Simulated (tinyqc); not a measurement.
Worked calculation: sp3 tight binding, zinc-blende lattice. One step of it, computed by the program tinyqc.

Problem. Levels at k. Diagonalise the Hermitian matrix.

H(k) at k (eV), order a s, a px, a py, a pz, c s, c px, c py, c pz:
```
[[-15.280000, 0.000000, 0.000000, 0.000000, -1.165270+3.844964i, 2.739782-0.941588i, -2.491841+1.035277i, 1.102458-2.339995i],
 [0.000000, -6.760000, 0.000000, 0.000000, -2.739782+0.941588i, 0.449461-1.483058i, 1.401002-2.973661i, -3.166627+1.315628i],
 [0.000000, 0.000000, -6.760000, 0.000000, 2.491841-1.035277i, 1.401002-2.973661i, 0.449461-1.483058i, 3.481710-1.196569i],
 [0.000000, 0.000000, 0.000000, -6.760000, -1.102458+2.339995i, -3.166627+1.315628i, 3.481710-1.196569i, 0.449461-1.483058i],
 [-1.165270-3.844964i, -2.739782-0.941588i, 2.491841+1.035277i, -1.102458-2.339995i, -12.400000, 0.000000, 0.000000, 0.000000],
 [2.739782+0.941588i, 0.449461+1.483058i, 1.401002+2.973661i, -3.166627-1.315628i, 0.000000, -5.260000, 0.000000, 0.000000],
 [-2.491841-1.035277i, 1.401002+2.973661i, 0.449461+1.483058i, 3.481710+1.196569i, 0.000000, 0.000000, -5.260000, 0.000000],
 [1.102458+2.339995i, -3.166627-1.315628i, 3.481710+1.196569i, 0.449461+1.483058i, 0.000000, 0.000000, 0.000000, -5.260000]]
```

Give: eigenvalues; weights |c|^2 of the basis functions.

Solution.

eigenvalues (eV): [-19.4422, -14.8816, -11.7003, -10.9076, -5.4257, -1.1897, -1.0328, 0.8398]

weights |c|^2 of the basis functions, order a s, a px, a py, a pz, c s, c px, c py, c pz:
```
[[0.6252, 0.1237, 0.0173, 0.0003, 0.1980, 0.0092, 0.0083, 0.0181],
 [0.0114, 0.1164, 0.0965, 0.2788, 0.0710, 0.2940, 0.0069, 0.1251],
 [0.0096, 0.1158, 0.0966, 0.2967, 0.0524, 0.0231, 0.2741, 0.1316],
 [0.0022, 0.1236, 0.3486, 0.0007, 0.1261, 0.0945, 0.1342, 0.1701],
 [0.2931, 0.3036, 0.0317, 0.0005, 0.3327, 0.0091, 0.0083, 0.0210],
 [0.0252, 0.0610, 0.0823, 0.2046, 0.0571, 0.4031, 0.0094, 0.1572],
 [0.0219, 0.0631, 0.0855, 0.2177, 0.0441, 0.0319, 0.3705, 0.1654],
 [0.0114, 0.0928, 0.2416, 0.0008, 0.1187, 0.1352, 0.1881, 0.2114]]
```
